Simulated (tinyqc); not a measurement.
Wafer bonding and layer transfer: bond energy, gap closing, particles, bonding of dissimilar wafers and hydrogen blisters: one step, computed by the program tinyqc. Command: `OMP_NUM_THREADS=1 python tinyqc.py 3030679 3030680 out.jsonl bond walk`. One thread of a shared host (Intel(R) Xeon(R) Processor @ 2.30GHz), about 0.01 s of CPU time with the checks.

gamma is the energy per area of each of the two surfaces; plates are isotropic.

Task: Heating a pair with different expansion. M = E/(1 - nu), misfit e = (alpha_2 - alpha_1) dT. Curvature k = 6 M1 M2 t1 t2 (t1 + t2) e/[M1^2 t1^4 + M2^2 t2^4 + 2 M1 M2 t1 t2 (2 t1^2 + 3 t1 t2 + 2 t2^2)]; force per width F = k (M1 t1^3 + M2 t2^3)/(6 (t1 + t2)); at the interface s1 = F/t1 + M1 k t1/2, s2 = -F/t2 - M2 k t2/2; stored biaxial energy U = F^2 [1/(M1 t1) + 1/(M2 t2)] + k^2 (M1 t1^3 + M2 t2^3)/12; the pair can part when U > 2 gamma.

Inputs (values chosen for the exercise, with wafer 1 close to silicon):

| quantity | value | unit |
|---|---|---|
| Young's modulus E1 | 159 | GPa |
| Young's modulus E2 | 396 | GPa |
| Poisson ratio nu | 0.24 | - |
| thickness t1 | 725 | micrometre |
| thickness t2 | 350 | micrometre |
| expansion mismatch alpha_2 - alpha_1 | 2.4 | 1e-6/K |
| heating dT | 225 | K |

Pair: two different wafers.

bond energy gamma = 0.6661303 J/m^2

Give: curvature; force per width; stress in wafer 1 at the interface; stress in wafer 2 at the interface; stored energy U; largest dT for this gamma.

Result:

curvature = 0.7411 1/m

force per width = 11.73 kN/m

stress in wafer 1 at the interface = 72.38 MPa

stress in wafer 2 at the interface = -101.1 MPa

stored energy U = 6.333 J/m^2

largest dT for this gamma = 103.2 K

U exceeds 2 gamma: the pair can debond; the bond strengthens on heating, so slow ramps or thinning one wafer first help. Caution: on a wafer of 100 mm the sag k R^2/2 would exceed half the thickness of the pair, beyond the small-deflection theory: the plate stiffens.
